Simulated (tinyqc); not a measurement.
Scattering of inversion-layer electrons by surface optical phonons of the gate insulator (remote phonon scattering): one step, computed by the program tinyqc. Command: `OMP_NUM_THREADS=1 python tinyqc.py 3110561 3110562 out.jsonl sophonon walk`. One thread of a shared host (Intel(R) Xeon(R) Processor @ 2.30GHz), about 0.01 s of CPU time with the checks.

One subband with the Fang-Howard envelope; insulator and channel are half-spaces, the gate is far away, and an interlayer only moves the polar surface away by t (its own modes and its permittivity contrast are left out).

Question. Surface modes and strengths. eps(w) = eps_inf + (eps_0s - eps_i) w1^2/(w1^2 - w^2) + (eps_i - eps_inf) w2^2/(w2^2 - w^2). Surface modes solve eps(w) + eps_s = 0, a quadratic in w^2; the strength of a mode is g = 2/(w d eps/dw). Occupation N = 1/(exp(hbar w/(k_B T)) - 1).

Inputs (values chosen for the exercise, modelled on HfO2 on In0.53Ga0.47As):
```
quantity                                 value  unit
static constant of the insulator eps_0s   22.2     -
intermediate constant eps_i               6.63     -
optical constant eps_inf                  4.96     -
hbar omega_TO1                            12.4   meV
hbar omega_TO2                            49.1   meV
constant of the channel eps_s             13.9     -
temperature T                              250     K
```

Constants: k_B = 8.617333262e-05 eV/K.

Give: hbar omega_SO; strengths g; occupations N; hbar omega g (2 N + 1).

Answer.

hbar omega_SO (meV): 1 16.41, 2 51.34

strengths g: 1 0.02058, 2 0.00475

occupations N: 1 0.8759, 2 0.1016

hbar omega g (2 N + 1) (meV): 1 0.9289, 2 0.2932

The lower mode has the larger hbar omega g N, the prefactor of absorption before the dependence on q: 0.296 and 0.0248 meV.
